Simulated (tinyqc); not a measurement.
# Double-gate transistor below threshold, two-dimensional Poisson equation on a small mesh: what changes with what

Half of a symmetric double-gate structure: row 0 is the mid-plane of the body, where the normal field vanishes. Mobile charge is neglected (subthreshold), the body is fully depleted, and potentials are counted from the intrinsic level; rows run upward to the gate, columns from source to drain.

Inputs (values chosen for the exercise); semiconductor permittivity close to that of In0.53Ga0.47As: temperature T = 400 K; relative permittivity of the semiconductor eps_r = 13.8; relative permittivity of the insulator eox = 3.9; half the body thickness tb = 5 nm; insulator thickness tox = 1.2 nm; channel length L = 25 nm; acceptor density of the depleted body Na = 0 cm^-3; potential of the source Vbi = 0.56 V; gate offset Vfb = -0.05 V; gate voltage Vg = 0.05 V; drain voltage Vd = 0.7 V.

Constants: q = 1.602176634e-19 C, kB = 1.380649e-23 J/K, Vt = kB T/q, eps0 = 8.8541878128e-14 F/cm where lengths are in cm. Results are converted to the units shown.

Each table varies one quantity; the others keep the values above.

## Effect of the gate voltage

Mesh: rows i = 0..12 in the semiconductor (step hs = tb/12, row 12 on the interface), then 8 step(s) ho = tox/8 up to the gate row 20; columns j = 0..80 (step hy = L/80). Box integration, divided by eps0: up_i = eps hy/h of the interval above row i, dn_i = that of the interval below (0 for row 0), lat_i = (sum of eps h/2 over the intervals above and below)/hy, s_i = -q Na w_i hy/eps0 with w_i the semiconductor height of the box (hs/2 for row 0 and the interface row, hs between, 0 in the insulator). Each free node obeys (up + dn + 2 lat) psi = up psi(above) + dn psi(below) + lat [psi(left) + psi(right)] + s. Fixed values: gate row Vg - Vfb; column 0 at Vbi and the last column at Vbi + Vd in the semiconductor, each running linearly to Vg - Vfb across the insulator. The system is solved directly. On row 0 the minimum of psi and its place come from a parabola through the three lowest nodes; barrier = Vbi - minimum, swing = Vt ln 10/(d psi/dVg), DIBL = (d psi/dVd)/(d psi/dVg) there. Lambda = pi/k with k the smallest positive root of tan(k tox) tan(k tb) = eox/eps_r.

Effect of the gate voltage:

| Vg (V) | L/Lambda | barrier (V) | place y/L | swing (mV/decade) | DIBL (mV/V) |
|---|---|---|---|---|---|
| -0.2 | 1.443 | 0.4774 | 0.4223 | 105.5 | 107.7 |
| -0.12 | 1.443 | 0.4173 | 0.4153 | 105.9 | 104.6 |
| -0.04 | 1.443 | 0.3575 | 0.4069 | 106.4 | 101.0 |
| 0.04 | 1.443 | 0.2980 | 0.3965 | 107.1 | 96.75 |
| 0.12 | 1.443 | 0.2390 | 0.3832 | 108.2 | 91.66 |
| 0.2 | 1.443 | 0.1808 | 0.3655 | 109.9 | 85.43 |

As Vg goes from -0.2 to 0.2 V, the barrier falls from 0.477 to 0.181 V, the swing rises from 105 to 110 mV a decade and DIBL falls from 108 to 85.4 mV/V; the ideal swing is 79.4. The barrier top moves from y/L = 0.422 to 0.365, towards the source. At Vg = 0.2 V the barrier is under 6 Vt, so mobile charge, neglected here, begins to count.

## Effect of the drain voltage

Same model as above.

Effect of the drain voltage:

| Vd (V) | L/Lambda | barrier (V) | place y/L | swing (mV/decade) | DIBL (mV/V) |
|---|---|---|---|---|---|
| 0.05 | 1.443 | 0.3471 | 0.4883 | 103.5 | 144.1 |
| 0.25 | 1.443 | 0.3269 | 0.4509 | 104.3 | 121.8 |
| 0.45 | 1.443 | 0.3096 | 0.4227 | 105.5 | 107.9 |
| 0.65 | 1.443 | 0.2942 | 0.4000 | 106.9 | 98.18 |
| 0.85 | 1.443 | 0.2803 | 0.3810 | 108.4 | 90.87 |
| 1.05 | 1.443 | 0.2675 | 0.3646 | 110.0 | 85.14 |

As Vd goes from 0.05 to 1.05 V, the barrier falls from 0.347 to 0.268 V, the swing rises from 104 to 110 mV a decade and DIBL falls from 144 to 85.1 mV/V; the ideal swing is 79.4. The barrier top moves from y/L = 0.488 to 0.365, towards the source.

## Effect of the insulator thickness

Same model as above.

Results:

| tox (nm) | L/Lambda | barrier (V) | place y/L | swing (mV/decade) | DIBL (mV/V) |
|---|---|---|---|---|---|
| 0.48 | 1.888 | 0.3691 | 0.4213 | 92.11 | 45.15 |
| 0.66 | 1.743 | 0.3484 | 0.4144 | 95.64 | 57.36 |
| 1.3 | 1.402 | 0.2808 | 0.3915 | 109.5 | 103.6 |
| 1.7 | 1.266 | 0.2442 | 0.3779 | 119.1 | 133.5 |
| 2.4 | 1.096 | 0.1901 | 0.3545 | 137.7 | 186.1 |

Estimate the missing row, tox = 0.91 nm.

Computed row:

| tox (nm) | L/Lambda | barrier (V) | place y/L | swing (mV/decade) | DIBL (mV/V) |
|---|---|---|---|---|---|
| 0.91 | 1.585 | 0.3207 | 0.4052 | 100.8 | 75.02 |

With this row back in the table: As tox goes from 0.48 to 2.4 nm, the barrier falls from 0.369 to 0.190 V, the swing rises from 92.1 to 138 mV a decade and DIBL rises from 45.1 to 186 mV/V; the ideal swing is 79.4. L/Lambda goes from 1.9 to 1.1. At tox = 2.4 nm the barrier is under 6 Vt, so mobile charge, neglected here, begins to count.

Program tinyqc, `OMP_NUM_THREADS=1 python tinyqc.py 2480152 2480153 out.jsonl`; Intel Xeon 2.30GHz, shared host, one thread, about 0.1 s.
